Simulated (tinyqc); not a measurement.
Inside a calculation: static screening by free carriers. Values are carried at full precision from step to step, so a last printed digit may differ when a step is redone from the rounded ones.

kF = (3 pi^2 n/Mv)^(1/3), EF = c kF^2/m with c = hbar^2/2m0, n in 1/angstrom^3 (1e-24 per 1/cm^3), e2 = e^2/(4 pi eps0). Thomas-Fermi: qTF^2 = 6 pi e2 n/(eps EF). Debye: qD^2 = 4 pi e2 n/(eps kB T).

Constants: hbar^2/2m0 = 3.80998211 eV angstrom^2; e^2/(4 pi eps0) = 14.39964547 eV angstrom; kB = 8.617333262e-05 eV/K; a0 (Bohr radius) = 0.5291772105 angstrom; hbar = 6.58211957e-16 eV s.

Parameters, chosen for this exercise (near those of InAs; shifted at random, so the results belong to these values and not to a real crystal):
- n = 9.6e+15 1/cm^3 (carrier density)
- m = 0.0249 m0 (mass of one isotropic valley)
- Mv = 1 (valleys)
- eps = 15.5 (background dielectric constant)
- T = 400 K
- q = 0.00277 1/angstrom (wave vector)
- aD = 420.4 angstrom (trial radius)
- NI = 9.6e+15 1/cm^3 (ionised impurities)

## Fermi and screening wave vectors

Also the effective Bohr radius aB = a0 eps/m and rs = (3/(4 pi n))^(1/3)/aB.

kF = 0.0065750 1/angstrom
EF at 0 K = 6.615 meV
EF/kT = 0.192
qTF = 0.0050412 1/angstrom
qD = 0.0018032 1/angstrom
aB = 329.4 angstrom
rs = 0.886

The gas is not degenerate, so the Debye value applies.

## Screening at finite temperature

F_j(eta) = (1/Gamma(j + 1)) integral_0^infinity x^j dx/(1 + exp(x - eta)), which tends to exp(eta) for eta << 0.

At finite T: qs^2 = qD^2 F_-1/2(eta)/F_1/2(eta), where n = Mv N F_1/2(eta) and N = 2 (m kB T/(4 pi c))^(3/2) with c = hbar^2/2m0, in 1/angstrom^3; times 1e24 for 1/cm^3.

Solve for eta and form qs.

n/(Mv N) = 0.06324
eta = -2.738
qs = 0.001783 1/angstrom
screening length 1/qs = 560.7 angstrom

qs is 0.989 of the Debye value and 0.354 of the Thomas-Fermi value.

## Lindhard function at one q

Lindhard at zero temperature: eps(q)/eps = 1 + (qTF/q)^2 L(x), x = q/(2 kF), L(x) = 1/2 + ((1 - x^2)/(4x)) ln|(1 + x)/(1 - x)|.

Compare with Thomas-Fermi, 1 + (qTF/q)^2.

x = 0.2106
L(x) = 0.9851
eps(q)/eps, Lindhard = 4.263
eps(q)/eps, Thomas-Fermi = 4.312

The carriers respond with 99 % of their long-wave strength at this q. The zero-temperature form is an exercise here: at the temperature of this gas EF is only 0.19 kT.

## A donor in the screened potential

Donor in the screened potential -(e2/eps) exp(-qs r)/r with the trial function exp(-r/a): E(a) = c/(m a^2) - (e2/eps) 4/(a (2 + qs a)^2), e2 = e^2/(4 pi eps0), c = hbar^2/2m0; isotropic mass.

Evaluate both terms at a = aD.

kinetic term = 0.866 meV
potential term = -1.169 meV
E(aD) = -0.303 meV
unscreened level -m Ry/eps^2 (Ry = 13.60569312 eV) = -1.410 meV

This trial radius gives a bound state.

## Ionised-impurity scattering at E = 3 kT

Brooks-Herring rate for an electron of energy E: 1/tau = NI (pi e2^2/(eps^2 hbar)) (sqrt(c/m)/E^(3/2)) Phi(b), with Phi = ln(1 + b) - b/(1 + b), b = (2k/qs)^2, k^2 = m E/c, NI in 1/angstrom^3.

e2 = e^2/(4 pi eps0), c = hbar^2/2m0; mobility estimate mu = tau/(m m0/e) with m0/e = 5.685630e-12 kg/C, times 1e4 for cm^2/(V s).

b = 850.0
Phi = 5.7476
1/tau = 8.45e+10 1/s
mu at this energy = 8.35e+05 cm^2/(V s)

b is well above 1, the regime that the Brooks-Herring formula is meant for; a true mobility averages tau over the distribution.

## Checks

- Scattering rate against the golden-rule integral over angles (1/s): both 8.455e+10.
- L(x) at x = 0.7 against the integral over the Fermi sphere: both 0.81595.

tinyqc: `OMP_NUM_THREADS=1 python tinyqc.py 1650072 1650073 out.jsonl`; about 0.01 s, one thread, shared Intel(R) Xeon(R) Processor @ 2.30GHz.
